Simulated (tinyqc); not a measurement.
Fully depleted semiconductor-on-insulator film with two gates, non-linear Poisson equation by Newton steps: two steps of the calculation.

One dimension across the film, front interface at x = 0, back interface at x = ts. psi is counted from the intrinsic level, n = ni exp(psi/Vt) (source grounded), holes neglected, acceptors ionised. Gates act through Cox = eps0 eox/tox and Cbox = 3.9 eps0/tb with potentials G1 = Vg - (phiM - chi - Vt ln(Nc/ni)) and G2 = Vb - (phiB - chi - Vt ln(Nc/ni)). Classical Boltzmann densities, no interface charge, no depletion in the back plane.

Parameters, values chosen for the exercise; band and dielectric values close to those of In0.53Ga0.47As:

| symbol | value | unit | meaning |
|---|---|---|---|
| T | 350 | K | temperature |
| eox | 3.9 |  | relative permittivity of the gate insulator (close to silicon dioxide) |
| tox | 1.6 | nm | insulator thickness |
| ts | 16 | nm | film thickness |
| tb | 23 | nm | buried-oxide thickness (eps_r 3.9) |
| Na | 1e15 | cm^-3 | acceptor density of the film |

Constants: q = 1.602176634e-19 C, kB = 1.380649e-23 J/K, Vt = kB T/q, eps0 = 8.8541878128e-14 F/cm where lengths are in cm. Results are converted to the units shown.

Task 1. Density, residual and Jacobian diagonal. Nodes 0 to 11, h = ts/11, box widths w = h (h/2 at both ends), a = eps0 eps_r/h. F_i = a (psi_(i+1) - 2 psi_i + psi_(i-1)) - q w_i (n_i + Na); F_0 = a (psi_1 - psi_0) + Cox (G1 - psi_0) - q w_0 (n_0 + Na); F_11 = a (psi_10 - psi_11) + Cbox (G2 - psi_11) - q w_11 (n_11 + Na). Diagonal b_i = -2 a - q w_i n_i/Vt, with -a - Cox and -a - Cbox in place of -2 a at the ends.

psi at the start, node 0 to 11 (V): 0.3  0.3  0.3  0.3  0.3  0.3  0.3  0.3  0.3  0.3  0.3  0.3
ni = 9.3553212e12 cm^-3
a = 8.6439009 uF/cm^2
G1 = 0.099757040 V
G2 = -0.19024296 V

Wanted: n; residual F; diagonal b.

Result 1.

```
node	n (cm^-3)	residual F (1e-7 C/cm^2)	diagonal b (F/cm^2)
0	1.9537e17	-4.3445	-1.0878e-5
1	1.9537e17	-0.0458	-1.7439e-5
2	1.9537e17	-0.0458	-1.7439e-5
3	1.9537e17	-0.0458	-1.7439e-5
4	1.9537e17	-0.0458	-1.7439e-5
5	1.9537e17	-0.0458	-1.7439e-5
6	1.9537e17	-0.0458	-1.7439e-5
7	1.9537e17	-0.0458	-1.7439e-5
8	1.9537e17	-0.0458	-1.7439e-5
9	1.9537e17	-0.0458	-1.7439e-5
10	1.9537e17	-0.0458	-1.7439e-5
11	1.9537e17	-0.7589	-8.8695e-6
```

Task 2. Newton step. Solve a d_(i-1) + b_i d_i + a d_(i+1) = -F_i for all nodes. Half of the step is added while the largest |d| exceeds 1.5 Vt, the full step after that.

a = 8.6439009 uF/cm^2

```
node	diagonal b (F/cm^2)	residual F (C/cm^2)	psi after iteration 1 (V)
0	-1.0808076e-5	-2.2090776e-7	0.22346044
1	-1.7302052e-5	-8.9114596e-9	0.22881237
2	-1.7304275e-5	-8.3183116e-9	0.23318577
3	-1.7306284e-5	-7.8548932e-9	0.23665700
4	-1.7307968e-5	-7.5086962e-9	0.23928671
5	-1.7309233e-5	-7.2699543e-9	0.24112080
6	-1.7310007e-5	-7.1317018e-9	0.24219132
7	-1.7310248e-5	-7.0898132e-9	0.24251696
8	-1.7309942e-5	-7.1430245e-9	0.24210340
9	-1.7309107e-5	-7.2929401e-9	0.24094343
10	-1.7307789e-5	-7.5440244e-9	0.23901679
11	-8.8031666e-6	-4.0753404e-8	0.23628982
```

Wanted: Newton step d, before damping; psi after iteration 2.

Result 2.

```
node	Newton step d, before damping (V)	psi after iteration 2 (V)
0	-0.1290	0.1590
1	-0.1357	0.1609
2	-0.1417	0.1623
3	-0.1469	0.1632
4	-0.1516	0.1635
5	-0.1557	0.1633
6	-0.1594	0.1625
7	-0.1627	0.1612
8	-0.1655	0.1593
9	-0.1680	0.1570
10	-0.1700	0.1540
11	-0.1716	0.1505
```

Computed by the program tinyqc: `OMP_NUM_THREADS=1 python tinyqc.py 2190158 2190159 out.jsonl`, one thread of a shared Intel Xeon 2.30GHz, about 0.7 s for the whole run.
